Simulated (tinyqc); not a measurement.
# MOS inversion layer, Poisson-Schroedinger loop: effect of the temperature

Electrons confined at an insulator interface at z = 0, treated as a hard wall; parabolic valleys, Hartree approximation, no image or exchange terms. The depletion charge lies far deeper than the electrons and gives a uniform field q Nd/(eps0 eps_r); the gate balances all charge. Energies are counted from the band edge at the interface.

Schroedinger equation -(C/mz) psi'' + (V0 + U) psi = E psi, C = hbar^2/(2 m0), psi(0) = 0, on a uniform mesh of 800 nodes with a far wall at 18 nm, 8 levels a set; V0 = q Nd z/(eps0 eps_r); dU/dz = q (Ns - integral of n from 0 to z)/(eps0 eps_r), U(0) = 0; N_k = g md m0 q Vt/(pi hbar^2) ln(1 + exp((EF - E_k)/Vt)), g the number of valleys of the set, sum N_k = Ns. Triangular well: E_k = a_k (C F^2/mz)^(1/3), a_1 = 2.338107, a_2 = 4.087949, C = hbar^2/(2 m0), F in eV/nm. Fang-Howard (all electrons in the lowest level of set A): b^3 = 6 (mz1/C) q (Nd + 11 Ns/32)/(eps0 eps_r), centroid 3/b, level C b^2/(4 mz1) + (3/b) q (Nd + 11 Ns/16)/(eps0 eps_r). The centroid adds 3.9 z_av/eps_r to an oxide-equivalent thickness. Shares under 0.0001 % are printed as 0.

Values chosen for this exercise; masses and permittivity close to those of silicon (111):
- eps_r = 11.9 (relative permittivity)
- mz1 = 0.261 m0 (mass along z of valley set A (6 valley(s)))
- md1 = 0.365 m0 (in-plane density-of-states mass of set A)
- Ns = 7.1e11 cm^-2 (sheet density of electrons)
- Nd = 2.9e12 cm^-2 (sheet density of depletion charge)

Constants: q = 1.602176634e-19 C, kB = 1.380649e-23 J/K, hbar = 1.054571817e-34 J s, m0 = 9.1093837015e-31 kg, Vt = kB T/q, eps0 = 8.8541878128e-14 F/cm where lengths are in cm, hbar^2/(2 m0) = 0.0380998212 eV nm^2. Results are converted to the units shown.

The same in every row: Fang-Howard centroid (nm) = 2.40.

Result of one run:

| T (K) | A1 (meV) | A2 (meV) | EF (meV) | share of A1 (%) | share of A2 (%) | centroid z_av (nm) | added oxide equivalent (nm) |
|---|---|---|---|---|---|---|---|
| 200 | 172 | 290 | 119 | 99.9 | 0.108 | 2.26 | 0.740 |

What becomes of these results when the temperature T is changed from 200 to 500 K, all else the same?

Result of the changed run:

| T (K) | A1 (meV) | A2 (meV) | EF (meV) | share of A1 (%) | share of A2 (%) | centroid z_av (nm) | added oxide equivalent (nm) |
|---|---|---|---|---|---|---|---|
| 500 | 172 | 291 | -3.49 | 93.2 | 5.99 | 2.38 | 0.782 |

The whole series:

| T (K) | A1 (meV) | A2 (meV) | EF (meV) | share of A1 (%) | share of A2 (%) | centroid z_av (nm) | added oxide equivalent (nm) |
|---|---|---|---|---|---|---|---|
| 20 | 172 | 290 | 171 | 100 | 0 | 2.26 | 0.739 |
| 50 | 172 | 290 | 165 | 100 | 0 | 2.26 | 0.739 |
| 77 | 172 | 290 | 158 | 100 | 0 | 2.26 | 0.739 |
| 120 | 172 | 290 | 146 | 100 | 0.00114 | 2.26 | 0.739 |
| 200 | 172 | 290 | 119 | 99.9 | 0.108 | 2.26 | 0.740 |
| 300 | 172 | 290 | 81.5 | 98.9 | 1.04 | 2.28 | 0.746 |
| 400 | 172 | 290 | 40.6 | 96.6 | 3.15 | 2.32 | 0.760 |
| 500 | 172 | 291 | -3.49 | 93.2 | 5.99 | 2.38 | 0.782 |

As T goes from 20 to 500, A1 stays near 172 meV, the share of A1 falls from 100 to 93.2 % and the centroid rises from 2.26 to 2.38 nm. The Fang-Howard centroid is 6.1 % above the full one in the first row, where A1 holds 100 %, and 0.43 % above it in the last, where A1 holds 93.2 %.

Computed by the program tinyqc: `OMP_NUM_THREADS=1 python tinyqc.py 2160039 2160040 out.jsonl`, one thread of a shared Intel Xeon 2.30GHz, about 0.3 s for the whole run.
